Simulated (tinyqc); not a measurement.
Time-dependent dielectric breakdown: cell percolation, Weibull statistics, area scaling and voltage extrapolation: one step, computed by the program tinyqc. Command: `OMP_NUM_THREADS=1 python tinyqc.py 3026672 3026673 out.jsonl tddb walk`. One thread of a shared host (Intel(R) Xeon(R) Processor @ 2.30GHz), about 0.01 s of CPU time with the checks.

The oxide is divided into columns of area a^2, each holding m = t_ox/a cells (m is taken as continuous). A share lambda(t) = (t/t_1)^alpha of the cells is defective, and a column whose cells are all defective breaks down.

Question. Projection to use conditions. All three voltage laws share the slope n at the stress voltage. Factor t(V_u)/t(V): E law exp(n (1 - V_u/V)); 1/E law exp(n (V/V_u - 1)); power law (V/V_u)^n. Temperatures in kelvin are T(C) + 273.15. Temperature factor exp[(E_a/k_B)(1/T_u - 1/T)]; area factor (A/A_u)^(1/beta); percentile factor (-ln(1 - F))^(1/beta); life = t63 x all four; 1 year = 3.15576e7 s.

Inputs (values chosen for the exercise, for a model gate oxide):
```
quantity,value,unit
test area A,1000,um^2
product area A_u,500000,um^2
stress voltage V,5.4,V
use voltage V_u,3.3,V
local exponent n = -d ln t/d ln V at the stress voltage,39,-
activation energy E_a,0.84,eV
stress temperature T,175,C
use temperature T_u,85,C
allowed failure fraction F,0.001,-
```

Voltage law used: power.

Weibull slope beta = 2.85

characteristic life t63 = 36.48025 s

Constants: k_B = 8.617333262e-05 eV/K.

Give: voltage factor; temperature factor; area factor; percentile factor; projected life.

Answer.

voltage factor = 2.1944e+08

temperature factor = 236.49

area factor = 0.11298

percentile factor = 0.088602

projected life = 600.49 years

Area and percentile together cost 2.0 decades, voltage and temperature return 10.7; a ten-year target is met. Caution: t_1 is an input here; in a real oxide it changes with thickness at fixed voltage.
